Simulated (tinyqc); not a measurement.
# Single-junction solar cell, detailed-balance limit: what changes with what

Every photon above the gap Eg makes one pair and none below is absorbed; carriers thermalise at T and move without loss. Jsc = q fs X Phi(Eg, Ts); the dark current is J0 = q ge Phi(Eg, T)/ERE with the Boltzmann factor exp(V/Vt). The efficiency is the electrical power over fs X sigma Ts^4.

Parameters, values chosen for the exercise:
- T = 350 K (cell temperature)
- Ts = 5760 K (temperature of the black-body sun)
- fs = 2.16e-5 (share of the hemisphere filled by the sun)
- X = 100 (concentration)
- ERE = 0.1 (external radiative efficiency)
- ge = 1 (number of faces that emit)
- Eg = 1.97 eV (band gap)

Constants: q = 1.602176634e-19 C, kB = 1.380649e-23 J/K, h = 6.62607015e-34 J s, c = 299792458 m/s, Vt = kB T/q. Results are converted to the units shown.

Each table varies one quantity; the others keep the values above.

## Effect of the external radiative efficiency

Photon flux above E from a black body at temperature T into a hemisphere: Phi(E, T) = A sum_k exp(-k E/th)[E^2 th/k + 2 E th^2/k^2 + 2 th^3/k^3], k = 1, 2, ..., with th = kB T/q in eV and A = 2 pi q^3/(h^3 c^2). J(V) = Jsc - J0 (exp(V/Vt) - 1); Voc = Vt ln(1 + Jsc/J0); at maximum power v = Vmp/Vt solves (1 + v) exp(v) = 1 + Jsc/J0. Pin = fs X sigma Ts^4, sigma = 2 pi^5 kB^4/(15 h^3 c^2). FF = Vmp Jmp/(Voc Jsc).

The same in every row: Jsc (mA/cm^2) = 2045.

Results:
```
ERE     Voc (V)  Eg/q - Voc (V)      FF  efficiency (%)
1e-6      1.347          0.6230  0.8945           18.28
1e-5      1.416          0.5535  0.8985           19.31
0.0001    1.486          0.4841  0.9022           20.34
0.01      1.625          0.3452  0.9088           22.40
0.1       1.694          0.2757  0.9118           23.44
1         1.764          0.2063  0.9145           24.47
```

Estimate the missing row, ERE = 0.001.

Computed row:
```
ERE    Voc (V)  Eg/q - Voc (V)      FF  efficiency (%)
0.001    1.555          0.4146  0.9057           21.37
```

With this row back in the table: As ERE goes from 1e-6 to 1, Jsc stays at 2050 mA/cm^2, Voc rises from 1.35 to 1.76 V and the efficiency rises from 18.3 to 24.5 %. Each decade of ERE is worth 69.4 mV (Vt ln 10).

## Effect of the band gap

Same model as above.

FF = Vmp Jmp/(Voc Jsc).

Effect of the band gap:
```
Eg (eV)  Jsc (mA/cm^2)  Voc (V)  Eg/q - Voc (V)       FF  efficiency (%)
0.5             8557.3  0.34743         0.15257  0.72012          15.880
0.8             6969.8  0.61425         0.18575  0.81042          25.735
1.1             5375.6  0.88782         0.21218  0.85515          30.272
1.4             3973.1   1.1645         0.23549  0.88199          30.268
1.7             2837.4   1.4429         0.25713  0.89997          27.329
2               1970.0   1.7222         0.27777  0.91292          22.974
2.3             1336.1   2.0022         0.29780  0.92271          18.308
2.6             888.47   2.2826         0.31741  0.93039          13.995
2.9             581.05   2.5633         0.33673  0.93659          10.347
```

As Eg goes from 0.5 to 2.9 eV, Jsc falls from 8560 to 581 mA/cm^2, Voc rises from 0.347 to 2.56 V and the efficiency goes from 15.9 through a maximum of 30.3 (at Eg = 1.1 eV among the rows listed) to 10.3 %. A wider gap raises the voltage and loses photons, hence the maximum. At Eg = 0.5 eV Voc lies within 6 Vt of the gap, where the Boltzmann form of the emission begins to fail.

## Effect of the concentration

Same model as above.

FF = Vmp Jmp/(Voc Jsc).

Effect of the concentration:
```
X     Jsc (mA/cm^2)  Voc (V)  Eg/q - Voc (V)      FF  efficiency (%)
1             20.45    1.555          0.4146  0.9057           21.37
3             61.36    1.588          0.3815  0.9072           21.86
10            204.5    1.625          0.3452  0.9088           22.40
30            613.6    1.658          0.3121  0.9103           22.90
100            2045    1.694          0.2757  0.9118           23.44
300            6136    1.727          0.2426  0.9131           23.93
1000        2.045e4    1.764          0.2063  0.9145           24.47
3000        6.136e4    1.797          0.1732  0.9158           24.97
```

As X goes from 1 to 3000, Jsc rises from 20.5 to 61400 mA/cm^2, Voc rises from 1.56 to 1.80 V and the efficiency rises from 21.4 to 25.0 %. Voc gains 69.4 mV a decade of concentration (Vt ln 10), while Jsc/Pin stays the same. At X = 3000 Voc lies within 6 Vt of the gap, where the Boltzmann form of the emission begins to fail. For X = 1000 to 3000 the current passes 20 A/cm^2, where series resistance and heating, left out here, would dominate.

Numbers from tinyqc (`OMP_NUM_THREADS=1 python tinyqc.py 2820012 2820013 out.jsonl`; about 0.01 s on one thread of a shared Intel Xeon 2.30GHz).
